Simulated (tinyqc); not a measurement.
Four-point probe, van der Pauw, Hall and spreading-resistance readings of a semiconductor layer. From one set of inputs to another, one input at a time. Computed by tinyqc, a small Python program. Command: `OMP_NUM_THREADS=1 python tinyqc.py 3110051 3110052 out.jsonl probe ladder`. One thread of a shared host (Intel(R) Xeon(R) Processor @ 2.30GHz), about 0.03 s of CPU time with the checks.

The layer is uniform and ohmic; contacts are points unless a radius is given.

The inputs printed are set A. Set A is modelled on n-type silicon; the values taken over come from a set modelled on p-type silicon. Inputs not listed in the table keep their values of set A, so the rows need not describe a real material.

Inputs (values chosen for the exercise, modelled on n-type silicon):
```
quantity,value,unit
carrier density n,3.3e+18,1/cm^3
drift mobility mu,141,cm^2/(V s)
layer thickness t,960,micrometre
probe spacing s,1,mm
current I,0.05,mA
radius a of the spreading-resistance contact,0.7,micrometre
```

Backing of the layer: conducting.

Constants: e = 1.602176634e-19 C.

Method:
- rho = 1/(e n mu); R_s = rho/t.
- Collinear probes with equal spacing on a layer with conducting backing: images at depth 2 m t give V = (rho I/(2 pi s)) G, G = 1 + 4 sum_(m>=1) (-1)^m [1/sqrt(1 + (2 m u)^2) - 1/sqrt(4 + (2 m u)^2)], u = t/s; the sum runs to m = 20000, with the last term halved.
- Limits: thick, rho = 2 pi s V/I; thin on an insulator, rho = (pi/ln 2) t V/I.
- Flat disc contact with the current density of a half-space: R = (rho/(4 a)) c, c = (4/pi) int_0^infinity K(x t/a) sin(x) J1(x)/x^2 dx for a conducting backing, K = tanh, with the voltage averaged over the disc; c tends to 1 for t >> a.

Each row keeps all changes above it:
```
input moved,from,to,voltage V (mV),rho by the thin formula (ohm cm),spreading resistance (ohm)
set A,-,-,0.00070,0.00612,48
drift mobility mu (cm^2/(V s)),141,250,0.00040,0.00345,27
current I (mA),0.05,0.03,0.00024,0.00345,27
probe spacing s (mm),1,0.5,0.00067,0.00970,27
layer thickness t (micrometre),960,270,0.00020,0.00081,27
carrier density n (1/cm^3),3.3e+18,5.4e+16,0.01215,0.04957,1649
radius a of the spreading-resistance contact (micrometre),0.7,2.3,0.01215,0.04957,501
```

Voltage V goes from 7.04e-4 to 0.0122, a factor 17.3 in all. The largest single move comes from carrier density n (a factor 61.1), and layer thickness t works against it (a factor 0.297). rho by the thin formula goes from 0.00612 to 0.0496, a factor 8.09 in all. The largest single move comes from carrier density n (a factor 61.1), and layer thickness t works against it (a factor 0.0836). Spreading resistance goes from 47.9 to 501, a factor 10.5 in all. The largest single move comes from carrier density n (a factor 61.1), and radius a of the spreading-resistance contact works against it (a factor 0.304). The single moves hold for this order of the switches; the total does not depend on the order.

Extremes, crossings and ranges named in words are read from the listed rows.
